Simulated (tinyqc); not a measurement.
Global model of a low-pressure process discharge: electron temperature, density, ion flux and ion energy: one step, computed by the program tinyqc. Command: `OMP_NUM_THREADS=1 python tinyqc.py 3112108 3112109 out.jsonl plasma walk`. One thread of a shared host (Intel(R) Xeon(R) Processor @ 2.30GHz), about 0.01 s of CPU time with the checks.

Maxwellian electrons with temperature T_e in eV, one positive ion, no negative ions, uniform bulk density n; rate constants have the Arrhenius form.

Task: Electron temperature. Particle balance: K0 exp(-E_iz/T_e) n_g d_eff = u_B, u_B = sqrt(e T_e/M). Root found by bracketing.

Inputs (values chosen for the exercise, of the order of those of an inductive discharge in a simple atomic gas):
```
quantity,value,unit
ion mass M,28,u
ionisation prefactor K0,2.5e-14,m^3/s
ionisation energy E_iz,13.3,eV
gas temperature T_g,300,K
radius R,12,cm
height L,9.3,cm
```

gas density n_g = 1.110589e+21 1/m^3

d_eff = 28.75214 cm

Constants: e = 1.602176634e-19 C; u = 1.6605390666e-27 kg.

Give: T_e; Bohm velocity u_B; K_iz.

Result:

T_e = 1.6380 eV

Bohm velocity u_B = 2375.8 m/s

K_iz = 7.4402e-18 m^3/s

Caution: at so short an ion path the formulas for h_L and h_R give way to the ambipolar-diffusion limit.
